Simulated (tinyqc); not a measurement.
IGBT as a p-i-n diode in series with a MOS channel, on-state and switching loss: one step of the calculation.

High injection (n = p) in a drift layer from x = -W/2 (anode) to +W/2 (cathode side), recombination only in the layer with lifetime tau, ideal emitters. The channel feeds the cathode side and carries the whole current. Auger recombination, carrier-carrier scattering, emitter losses and the carrier dip under the p body are left out.

Task. Carrier profile. n(x) = (tau J/(2 q La))[cosh(x/La)/sinh y - B sinh(x/La)/cosh y]. x/La = (2 x/W) y.

Values chosen for this exercise; material values close to those of silicon: doping of the drift layer Nd = 1.2e14 cm^-3; high-injection lifetime tau = 0.22 us; current density J = 50 A/cm^2.

Constants: q = 1.602176634e-19 C. Results are converted to the units shown.

2 x/W, point 0 to 8: -1  -0.75  -0.5  -0.25  0  0.25  0.5  0.75  1
B = 0.48897796
La = 16.968443 um
y = 2.0626524

Find: n.

Result.

n, point 0 to 8 (cm^-3): 3.0473e16  1.8384e16  1.1293e16  7.2719e15  5.2278e15  4.6048e15  5.2337e15  7.2853e15  1.1317e16

The density is 2.69 times higher at the anode than at the cathode side, since holes are the slower carriers; its smallest listed value is 38.4 times Nd.

Program tinyqc, `OMP_NUM_THREADS=1 python tinyqc.py 2590061 2590062 out.jsonl`; Intel Xeon 2.30GHz, shared host, one thread, about 0.01 s.
